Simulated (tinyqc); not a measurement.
## Polycrystalline film, grain-boundary barriers (Seto model): effect of the donor density

One-dimensional grains of size Lg with donors N; each boundary has Qt acceptor-like traps per area at one level Et below the band edge. Trapped electrons qt deplete a width w = qt/N (both sides together) and raise a barrier Vb = q N w^2/(8 eps0 eps_r). Current crosses the barriers by thermionic emission at small bias. Abrupt depletion, full ionisation, Boltzmann statistics.

Partly depleted grains: the density at the grain centre is n0 = N and qt = Qt/(1 + 2 (Nc/N) exp((Vb - Et)/Vt)). If that gives qt >= N Lg, the grains are fully depleted: qt = N Lg, w = Lg and n0 = 2 Nc exp((Vb - Et)/Vt)/(Qt/(N Lg) - 1). Resistivity: barriers rb = Vt exp(Vb/Vt)/(q n0 vc Lg), grain interior rg = (1 - w/Lg)/(q mg N); effective mobility 1/(q N (rb + rg)).

Parameters, values chosen for the exercise; values close to those of polycrystalline silicon:

| symbol | value | unit | meaning |
|---|---|---|---|
| T | 250 | K | temperature |
| eps_r | 11.7 |  | relative permittivity of the semiconductor |
| Lg | 200 | nm | grain size |
| Qt | 3.2e12 | cm^-2 | trap density at a boundary |
| mg | 190 | cm^2/(V s) | mobility inside a grain |
| vc | 6.8e6 | cm/s | collection velocity at the barrier |
| Nc | 2.13e19 | cm^-3 | conduction-band density of states at T |
| Et | 0.49 | eV | trap level below the band edge |

Constants: q = 1.602176634e-19 C, kB = 1.380649e-23 J/K, Vt = kB T/q, eps0 = 8.8541878128e-14 F/cm where lengths are in cm. Results are converted to the units shown.

Results:

| N (cm^-3) | w/Lg | Vb (V) | n0 (cm^-3) | resistivity (ohm cm) |
|---|---|---|---|---|
| 8e15 | 1.0000 | 0.061864 | 5.2458e9 | 3.3295e6 |
| 1.6e16 | 1.0000 | 0.12373 | 1.9563e11 | 1.5771e6 |
| 3.3e16 | 1.0000 | 0.25519 | 2.0441e14 | 6.7439e5 |
| 6.7e16 | 0.83839 | 0.36417 | 6.7000e16 | 3.2390e5 |
| 1.4e17 | 0.58148 | 0.36606 | 1.4000e17 | 1.6917e5 |
| 2.8e17 | 0.40882 | 0.36189 | 2.8000e17 | 69698 |
| 5.7e17 | 0.27134 | 0.32453 | 5.7000e17 | 6045.0 |
| 2.4e18 | 0.066667 | 0.082485 | 2.4000e18 | 0.031728 |
| 4.8e18 | 0.033333 | 0.041242 | 4.8000e18 | 0.0080128 |

Estimate the missing row, N = 1.2e18 cm^-3.

Computed row:

| N (cm^-3) | w/Lg | Vb (V) | n0 (cm^-3) | resistivity (ohm cm) |
|---|---|---|---|---|
| 1.2e18 | 0.13333 | 0.16497 | 1.2000e18 | 1.7674 |

With this row back in the table: As N goes from 8e15 to 4.8e18 cm^-3, the barrier goes from 0.0619 through a maximum of 0.366 (at N = 1.4e17 cm^-3 among the rows listed) to 0.0412 V and the resistivity falls from 3.33e6 to 0.00801 ohm cm. The grains are fully depleted in 3 of the 10 rows. The steepest fall, as N^(-10.9), lies between 5.7e17 and 1.2e18 cm^-3; N* = 1.60e17 cm^-3. The barrier grows with N while the grains are depleted and shrinks once they are not, hence the maximum. At N = 4.8e18 cm^-3 the barrier is under 2 Vt, where the depletion and emission pictures are rough.

Computed by the program tinyqc: `OMP_NUM_THREADS=1 python tinyqc.py 2610040 2610041 out.jsonl`, one thread of a shared Intel Xeon 2.30GHz, about 0.01 s for the whole run.
